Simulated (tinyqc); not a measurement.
Ellipsometry and reflectance of a transparent film on an absorbing substrate: psi and Delta against the film thickness.

Air (index 1), film, substrate with N2 = n2 - i k2; time factor exp(+i w t). q_j = sqrt(N_j^2 - sin^2 th), root with positive real part. Fresnel coefficients r_s = (q_a - q_b)/(q_a + q_b), r_p = (N_b^2 q_a - N_a^2 q_b)/(N_b^2 q_a + N_a^2 q_b). tan(Psi) exp(i Delta) = R_p/R_s, Delta taken from 0 to 360 degrees.

beta = 2 pi d q1/lam, X = exp(-2 i beta), R = (r01 + r12 X)/(1 + r01 r12 X) for p and s. The last column is the derivative of Delta.

Parameters, values chosen for the exercise; indices close to those of silicon dioxide on silicon:

| symbol | value | unit | meaning |
|---|---|---|---|
| lam | 800 | nm | wavelength |
| th | 70 | degrees | angle of incidence |
| n1 | 1.47 |  | index of the transparent film |
| n2 | 3.692 |  | index of the substrate |
| k2 | 0.0065 |  | extinction coefficient of the substrate |

Psi and Delta against the film thickness:

| d (nm) | Psi (degrees) | Delta (degrees) | \|R_p\|^2 | \|R_s\|^2 | dDelta/dd (degrees/nm) |
|---|---|---|---|---|---|
| 0 | 9.129 | 179.7 | 0.01758 | 0.6809 | -2.540 |
| 39 | 15.88 | 110.8 | 0.05291 | 0.6536 | -0.9769 |
| 78 | 25.92 | 86.00 | 0.1318 | 0.5581 | -0.3957 |
| 117 | 37.42 | 77.02 | 0.2073 | 0.3541 | -0.07385 |
| 156 | 62.51 | 78.58 | 0.2506 | 0.06784 | 0.04213 |
| 194 | 66.61 | 281.3 | 0.2526 | 0.04726 | -0.04527 |
| 233 | 38.86 | 283.1 | 0.2129 | 0.3281 | -0.04576 |
| 272 | 26.86 | 275.3 | 0.1395 | 0.5441 | -0.3625 |
| 311 | 16.81 | 252.5 | 0.05911 | 0.6480 | -0.8890 |
| 350 | 9.219 | 189.4 | 0.01793 | 0.6807 | -2.496 |

Psi goes from 9.13 through a maximum of 66.6 (at d = 194 nm among the rows listed) to 9.22 degrees. The period is 353.8 nm, after which Psi and Delta return to the values of the bare substrate, so one angle and wavelength fix d only up to a multiple of it. The size of the slope of Delta runs from 0.0421 to 2.54 degrees/nm among the rows; Delta is counted modulo 360 degrees, and sharper features can lie between the rows.

Computed by the program tinyqc: `OMP_NUM_THREADS=1 python tinyqc.py 2870183 2870184 out.jsonl`, one thread of a shared Intel Xeon 2.30GHz, about 0.01 s for the whole run.
